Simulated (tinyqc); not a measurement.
# Thin-body transistor below threshold, two-dimensional Poisson equation on a small mesh, step by step

Numbers from tinyqc (`OMP_NUM_THREADS=1 python tinyqc.py 2480171 2480172 out.jsonl`; about 0.1 s on one thread of a shared Intel Xeon 2.30GHz). Printed values are rounded.

A thin body on a thick buried insulator of low permittivity, taken as carrying no normal field at the bottom of the body (row 0). Mobile charge is neglected (subthreshold), the body is fully depleted, and potentials are counted from the intrinsic level; rows run upward to the gate, columns from source to drain.

Values chosen for this exercise; semiconductor permittivity made up:
- T = 325 K (temperature)
- eps_r = 13.1 (relative permittivity of the semiconductor)
- eox = 25 (relative permittivity of the insulator)
- tb = 3 nm (body thickness)
- tox = 7.1 nm (insulator thickness)
- L = 28 nm (channel length)
- Na = 0 cm^-3 (acceptor density of the depleted body)
- Vbi = 0.57 V (potential of the source)
- Vfb = 0.13 V (gate offset)
- Vg = 0.1 V (gate voltage)
- Vd = 0.5 V (drain voltage)

Constants: q = 1.602176634e-19 C, kB = 1.380649e-23 J/K, Vt = kB T/q, eps0 = 8.8541878128e-14 F/cm where lengths are in cm. Results are converted to the units shown.

## Coefficients of the five-point equations

Mesh: rows i = 0..2 in the semiconductor (step hs = tb/2, row 2 on the interface), then 1 step(s) ho = tox/1 up to the gate row 3; columns j = 0..4 (step hy = L/4). Box integration, divided by eps0: up_i = eps hy/h of the interval above row i, dn_i = that of the interval below (0 for row 0), lat_i = (sum of eps h/2 over the intervals above and below)/hy, s_i = -q Na w_i hy/eps0 with w_i the semiconductor height of the box (hs/2 for row 0 and the interface row, hs between, 0 in the insulator). Each free node obeys (up + dn + 2 lat) psi = up psi(above) + dn psi(below) + lat [psi(left) + psi(right)] + s.

```
row       up       dn      lat  s (V)
0    61.1333        0  1.40357      0
1    61.1333  61.1333  2.80714      0
2    24.6479  61.1333  14.0821      0
```

## The linear system

fixed values (free nodes shown as 0) (V):
```
            j=0       j=1       j=2       j=3       j=4
row 0   0.57000   0.00000   0.00000   0.00000   1.07000
row 1   0.57000   0.00000   0.00000   0.00000   1.07000
row 2   0.57000   0.00000   0.00000   0.00000   1.07000
row 3  -0.03000  -0.03000  -0.03000  -0.03000  -0.03000
```

Unknowns (row, column) in the order listed; A has up + dn + 2 lat on the diagonal and -up, -dn, -lat towards free neighbours; b holds s and the terms of fixed neighbours. Fixed values: gate row Vg - Vfb; column 0 at Vbi and the last column at Vbi + Vd in the semiconductor, each running linearly to Vg - Vfb across the insulator.

A:
```
         (0,1)    (0,2)    (0,3)    (1,1)    (1,2)    (1,3)    (2,1)    (2,2)
(0,1)   63.940   -1.404    0.000  -61.133    0.000    0.000    0.000    0.000
(0,2)   -1.404   63.940   -1.404    0.000  -61.133    0.000    0.000    0.000
(0,3)    0.000   -1.404   63.940    0.000    0.000  -61.133    0.000    0.000
(1,1)  -61.133    0.000    0.000  127.881   -2.807    0.000  -61.133    0.000
(1,2)    0.000  -61.133    0.000   -2.807  127.881   -2.807    0.000  -61.133
(1,3)    0.000    0.000  -61.133    0.000   -2.807  127.881    0.000    0.000
(2,1)    0.000    0.000    0.000  -61.133    0.000    0.000  113.946  -14.082
(2,2)    0.000    0.000    0.000    0.000  -61.133    0.000  -14.082  113.946
(2,3)    0.000    0.000    0.000    0.000    0.000  -61.133    0.000  -14.082

         (2,3)
(0,1)    0.000
(0,2)    0.000
(0,3)    0.000
(1,1)    0.000
(1,2)    0.000
(1,3)  -61.133
(2,1)    0.000
(2,2)  -14.082
(2,3)  113.946
```

b (V): (0,1) 0.8000, (0,2) 0.0000, (0,3) 1.5018, (1,1) 1.6001, (1,2) 0.0000, (1,3) 3.0036, (2,1) 7.2874, (2,2) -0.7394, (2,3) 14.3285

## Direct solution

Solve A psi = b.

psi at the free nodes (V): (0,1) 0.229503, (0,2) 0.178468, (0,3) 0.393218, (1,1) 0.222857, (1,2) 0.172366, (1,3) 0.382610, (2,1) 0.202589, (2,2) 0.154291, (2,3) 0.350092

## Iteration 1: over-relaxation sweep (omega = 1.2)

psi at the start (fixed values on the edges, free nodes linear between source and drain columns) (V):
```
            j=0       j=1       j=2       j=3       j=4
row 0   0.57000   0.69500   0.82000   0.94500   1.07000
row 1   0.57000   0.69500   0.82000   0.94500   1.07000
row 2   0.57000   0.69500   0.82000   0.94500   1.07000
row 3  -0.03000  -0.03000  -0.03000  -0.03000  -0.03000
```

Free nodes: rows 0..2, columns 1..3, taken row by row from row 0, left to right. t = (up psi(above) + dn psi(below) + lat [psi(left) + psi(right)] + s)/(up + dn + 2 lat), with the newest neighbours; psi(new) = psi + 1.2 (t - psi).

psi after iteration 1 (V):
```
            j=0       j=1       j=2       j=3       j=4
row 0   0.57000   0.69500   0.82000   0.94500   1.07000
row 1   0.57000   0.69500   0.82000   0.94500   1.07000
row 2   0.57000   0.50681   0.57145   0.65505   1.07000
row 3  -0.03000  -0.03000  -0.03000  -0.03000  -0.03000
```

## Iteration 2: over-relaxation sweep (omega = 1.2)

As before.

psi after iteration 2 (V):
```
            j=0       j=1       j=2       j=3       j=4
row 0   0.57000   0.69500   0.82000   0.94500   1.07000
row 1   0.57000   0.58704   0.67457   0.77484   1.07000
row 2   0.57000   0.43808   0.47434   0.58909   1.07000
row 3  -0.03000  -0.03000  -0.03000  -0.03000  -0.03000
```

## Course of the iteration: over-relaxation sweep (omega = 1.2)

Stop when the largest change of psi is below 1e-7 V, or after 400 iterations. Fixed values: gate row Vg - Vfb; column 0 at Vbi and the last column at Vbi + Vd in the semiconductor, each running linearly to Vg - Vfb across the insulator.

Course of the iteration:
```
iteration  psi at row 0, j = 2 (V)  largest |change| of one entry (V)
1                             0.82                              0.290
2                             0.82                              0.170
3                         0.649888                              0.200
4                         0.525929                              0.124
5                         0.433917                             0.0920
6                         0.364485                             0.0694
7                         0.313783                             0.0507
8                         0.276684                             0.0371
9                         0.249706                             0.0270
...                            ...                                ...
40                        0.178471                            1.24e-6
41                        0.178471                            9.01e-7
42                        0.178470                            6.53e-7
43                        0.178469                            4.73e-7
44                        0.178469                            3.43e-7
45                        0.178469                            2.48e-7
46                        0.178469                            1.80e-7
47                        0.178469                            1.30e-7
48                        0.178468                            9.44e-8
```

Converged in 48 iterations. At the end each change is about 0.72 times the one before: linear convergence.

## Barrier, swing and barrier lowering

converged psi (V):
```
            j=0       j=1       j=2       j=3       j=4
row 0   0.57000   0.22950   0.17847   0.39322   1.07000
row 1   0.57000   0.22286   0.17237   0.38261   1.07000
row 2   0.57000   0.20259   0.15429   0.35009   1.07000
row 3  -0.03000  -0.03000  -0.03000  -0.03000  -0.03000
```

d psi/dVg on row 0: j=0 0.000000, j=1 0.598400, j=2 0.754743, j=3 0.598400, j=4 0.000000
d psi/dVd on row 0: j=0 0.00000, j=1 0.03708, j=2 0.12263, j=3 0.36452, j=4 1.00000

The barrier is read along row 0, the path farthest from the gate. Take the node j of lowest psi: barrier Vbi - psi_j; swing Vt ln 10/(d psi_j/dVg); DIBL = (d psi_j/dVd)/(d psi_j/dVg). The derivatives solve the same equations with s = 0 and a unit change of that voltage.

j = 2
barrier = 0.391532 V
swing = 85.4423 mV/decade
DIBL = 162.477 mV/V

A mesh of 12, 8 and 80 steps (semiconductor, insulator, channel) gives a barrier of 0.463 V, a swing of 78.4 mV a decade and a DIBL of 75.3 mV/V; the small mesh puts the barrier 15 % below that.
